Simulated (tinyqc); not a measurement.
# Input admittance of a MOSFET at zero drain bias: distributed channel and distributed gate: what changes with what

Source and drain grounded, strong inversion, w = 2 pi f, Cox = eps0 eox/tox. The channel is an RC line of resistance 1/(mu Cox Vo) per square fed from both ends, so one finger has the intrinsic admittance y = i w Cox L tanh(g)/g per width, g = (1/2) sqrt(i w tau), tau = L^2/(mu Vo). The vertical resistance rv/L is in series with y, the overlaps 2 i w Cov in parallel: y_t = 1/(1/y + rv/L) + 2 i w Cov. The gate strip is a line of Rsh/L per length loaded by y_t, so a finger has Y = y_t Wf tanh(k)/k, k = (Wf/sd) sqrt(y_t Rsh/L); the device has Nf Y.

Values chosen for this exercise; values of the order met in silicon radio-frequency transistors:
```
symbol,value,unit,meaning
eox,3.9,,relative permittivity of the gate insulator (close to silicon dioxide)
tox,4.9,nm,insulator thickness
L,0.36,um,channel length
Wf,16,um,finger width
Nf,16,,number of fingers
mu,330,cm^2/(V s),channel mobility
Vo,0.37,V,gate overdrive
Rsh,28,ohm/square,sheet resistance of the gate
rv,7.7,ohm um^2,vertical resistivity of the gate stack
sd,2,,number of ends at which a finger is contacted
Cov,0.35,fF/um,overlap and fringe capacitance on each side
f,5.1,GHz,frequency
```

Constants: eps0 = 8.8541878128e-14 F/cm where lengths are in cm. Results are converted to the units shown.

Each table varies one quantity; the others keep the values above.

## Input impedance against frequency

Low-frequency limits, with c = Cox L and ct = c + 2 Cov: R_strip = Rsh Wf/(3 sd^2 L Nf), R_ch = (c/ct)^2 L/(12 mu Cox Vo Wf Nf), R_vert = (c/ct)^2 rv/(L Wf Nf), C = ct Wf Nf. Z = 1/(Nf Y) = R + 1/(i w C), Q = |Im Z|/R, far-point signal |1/cosh k|.

The same in every row: low-frequency R (ohm) = 7.3694.

Results:
```
f (GHz),w tau,|k|,R (ohm),C (fF),Q,signal at the far point
0.05,0.0033346,0.071148,7.3694,828.67,521.24,1.0000
0.1,0.0066691,0.10062,7.3694,828.67,260.62,0.99999
0.4,0.026677,0.20124,7.3693,828.64,65.158,0.99983
1,0.066691,0.31818,7.3687,828.47,26.070,0.99891
8,0.53353,0.89935,7.3297,816.37,3.3247,0.93664
20,1.3338,1.4169,7.1393,761.56,1.4636,0.72687
60,4.0015,2.3797,6.1321,548.13,0.78919,0.31105
200,13.338,3.6312,4.6111,296.06,0.58291,0.087262
```

Estimate the missing row, f = 3 GHz.

Computed row:
```
f (GHz),w tau,|k|,R (ohm),C (fF),Q,signal at the far point
3,0.20007,0.55106,7.3637,826.90,8.7126,0.99034
```

With this row back in the table: R falls from 7.37 to 4.61 ohm and C falls from 829 to 296 fF. Q goes as f^(-1.00) between the first two rows and f^(-0.25) between the last two, where w tau = 13.3 and |k| = 3.63. The low-frequency limits hold both R and C within 5 % up to f = 8 GHz among the rows.

## Effect of the channel length

Same model as above.

Result of one run:
```
L (um),w tau,|k|,R (ohm),low-frequency R (ohm),C (fF),Q,signal at the far point
0.22,0.12702,0.76638,11.039,11.066,571.71,4.9446,0.97010
```

What becomes of these results when the channel length L is changed from 0.22 to 0.42 um, all else the same?

Result of the changed run:
```
L (um),w tau,|k|,R (ohm),low-frequency R (ohm),C (fF),Q,signal at the far point
0.42,0.46295,0.70701,6.6266,6.6416,931.31,5.0567,0.97214
```

The whole series:
```
L (um),w tau,|k|,R (ohm),low-frequency R (ohm),C (fF),Q,signal at the far point
0.03,0.0023620,1.3208,76.376,77.838,218.93,1.8663,0.81331
0.058,0.0088286,1.0477,40.024,40.330,276.52,2.8198,0.91194
0.11,0.031756,0.87755,21.321,21.403,372.76,3.9266,0.95312
0.22,0.12702,0.76638,11.039,11.066,571.71,4.9446,0.97010
0.42,0.46295,0.70701,6.6266,6.6416,931.31,5.0567,0.97214
0.8,1.6796,0.67004,5.3215,5.3413,1606.6,3.6502,0.95772
1.6,6.7185,0.60069,6.6887,6.8410,2846.9,1.6388,0.91955
3,23.620,0.43192,9.3231,11.421,3416.5,0.97972,0.93813
```

As L goes from 0.03 to 3, R goes from 76.4 through a minimum of 5.32 (at L = 0.8 among the rows listed) to 9.32 ohm, C rises from 219 to 3420 fF and Q goes from 1.87 through a maximum of 5.06 (at L = 0.42 among the rows listed) to 0.980. R_strip falls as 1/L while R_ch grows with L, which gives the minimum of R.

tinyqc, about 0.01 s, one thread, Intel Xeon 2.30GHz (shared host): `OMP_NUM_THREADS=1 python tinyqc.py 2262221 2262222 out.jsonl`
